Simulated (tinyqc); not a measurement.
# Worked calculation: thermoelectric coefficients of a parabolic band, Landauer integrals

Numbers from tinyqc (`OMP_NUM_THREADS=1 python tinyqc.py 2800014 2800015 out.jsonl`; about 0.07 s on one thread of a shared Intel Xeon 2.30GHz). Printed values are rounded.

Bulk parabolic band, x = (E - Ec)/kB T, C = hbar^2/(2 m0), kB T in eV. Modes per area gv m kB T x/(4 pi C) times the back-scattering length l0 x^rr give the transport function s0 X(x), s0 = (2 q^2/h) gv m kB T l0/(4 pi C), X = x^(1 + rr). I_k = int X (x - eta)^k w dx, w = 1/(4 cosh^2((x - eta)/2)).

Parameters, values chosen for the exercise:
```
symbol  value     unit                             meaning
T         700        K                         temperature
m        0.43       m0                  mass of one valley
gv          4                                      valleys
l0         23       nm     back-scattering length at x = 1
rr          0               energy exponent of that length
kL        3.8  W/(m K)        lattice thermal conductivity
eta      -1.8           reduced Fermi level (EF - Ec)/kB T
xa          0                        lower end of the grid
xe         12                        upper end of the grid
nE         17                           points of the grid
```

Constants: q = 1.602176634e-19 C, kB = 1.380649e-23 J/K, hbar = 1.054571817e-34 J s, h = 6.62607015e-34 J s, m0 = 9.1093837015e-31 kg, Vt = kB T/q, hbar^2/(2 m0) = 0.0380998212 eV nm^2. Results are converted to the units shown.

Range of the model: Parabolic bands, elastic scattering and a fixed kL make these model figures, not those of a material.

## The three integrals on a coarse grid

Simpson's rule on nE equally spaced points from xa to xe.

```
point         x      X            w          X w
0       0.00000      0    0.1217293            0
1       0.75000   0.75   0.06718089   0.05038567
2       1.50000    1.5   0.03430588   0.05145882
3       2.25000   2.25   0.01683080   0.03786930
4       3.00000      3  0.008095944   0.02428783
5       3.75000   3.75  0.003857408   0.01446528
6       4.50000    4.5  0.001829579  0.008233107
7       5.25000   5.25  8.659061e-4  0.004546007
8       6.00000      6  4.093994e-4  0.002456397
9       6.75000   6.75  1.934702e-4  0.001305924
10      7.50000    7.5  9.140752e-5  6.855564e-4
11      8.25000   8.25  4.318202e-5  3.562517e-4
12      9.00000      9  2.039867e-5  1.835880e-4
13      9.75000   9.75  9.635857e-6  9.394961e-5
14     10.50000   10.5  4.551703e-6  4.779288e-5
15     11.25000  11.25  2.150083e-6  2.418843e-5
16     12.00000     12  1.015629e-6  1.218755e-5
```

I_0, I_1, I_2 on this grid: [0.1527262, 0.5935598, 2.611048]

Converged values are 0.15298, 0.59321 and 2.6122; the grid is 0.16 % below the first and 0.043 % below the last.

## Coefficients of the electrons

converged I_0, I_1, I_2: [0.1529776, 0.5932148, 2.612166]

sigma = s0 I_0, S = -(kB/q) I_1/I_0, Lorenz number L = (kB/q)^2 [I_2/I_0 - (I_1/I_0)^2], kappa_e = L sigma T.

s0 = 3861.795 S/cm
sigma = 590.7681 S/cm
S = -334.1620 uV/K
L = 1.513559 x 1e-8 V^2/K^2
kappa_e = 0.6259137 W/(m K)

L is 38 % below the Sommerfeld value (pi^2/3)(kB/q)^2 = 2.443e-8 V^2/K^2. The non-degenerate form -(kB/q)(2 + rr - eta) gives -327 uV/K, 2.0 % below S in size.

## Power factor and figure of merit

Power factor S^2 sigma, ZT = S^2 sigma T/(kappa_e + kL).

power factor = 6.596766 mW/(m K^2)
ZT = 1.043341
electronic share of kappa = 14.14202 %
